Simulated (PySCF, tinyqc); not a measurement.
CIS on RHF in the sto-3g basis, frozen core, for BeH+, spin multiplicity 1, step by step. The lowest restricted solution is unstable here: a spin-polarised one lies 0.0069 hartree lower (PySCF). One step of it, computed by the program tinyqc.

Task: CIS matrix, triplets. A(ia,jb) = (e_a - e_i) d_ij d_ab - (ij|ab).

orbital energies (hartree): MO1 -4.990617, MO2 -0.647099, MO3 -0.252162, MO4 -0.123407, MO5 -0.123407, MO6 0.101092

Two-electron integrals over orbitals (pq|rs), unique and non-zero (hartree); the lowest 1 orbital is frozen and left out:
```
p,q,r,s,(pq|rs)
2,2,2,2,0.454663
3,2,2,2,-0.065340
3,2,3,2,0.064065
3,3,2,2,0.327418
3,3,3,2,0.032017
3,3,3,3,0.424896
4,2,4,2,0.045838
4,3,4,2,0.034782
4,3,4,3,0.048183
4,4,2,2,0.348114
4,4,3,2,0.041226
4,4,3,3,0.381385
4,4,4,4,0.449859
5,2,5,2,0.045838
5,3,5,2,0.034782
5,3,5,3,0.048183
5,4,5,4,0.024249
5,5,2,2,0.348114
5,5,3,2,0.041226
5,5,3,3,0.381385
5,5,4,4,0.401360
5,5,5,5,0.449859
6,2,2,2,0.019367
6,2,3,2,-0.056096
6,2,3,3,-0.008019
6,2,4,4,-0.069235
6,2,5,5,-0.069235
6,2,6,2,0.117258
6,3,2,2,-0.056867
6,3,3,2,0.060260
6,3,3,3,0.050190
6,3,4,4,0.037385
6,3,5,5,0.037385
6,3,6,2,-0.061149
6,3,6,3,0.077065
6,4,4,2,-0.025255
6,4,4,3,-0.007534
6,4,6,4,0.022180
6,5,5,2,-0.025255
6,5,5,3,-0.007534
6,5,6,5,0.022180
6,6,2,2,0.461163
6,6,3,2,-0.069520
6,6,3,3,0.355432
6,6,4,4,0.351254
6,6,5,5,0.351254
6,6,6,2,0.045505
6,6,6,3,-0.060169
6,6,6,6,0.497944
```

Give: CIS matrix A, triplet.

Result:

CIS matrix A, triplet (hartree):
```
,2>3,2>4,2>5,2>6
2>3,0.0675,0.0000,0.0000,0.0569
2>4,0.0000,0.1756,0.0000,0.0000
2>5,0.0000,0.0000,0.1756,0.0000
2>6,0.0569,0.0000,0.0000,0.2870
```
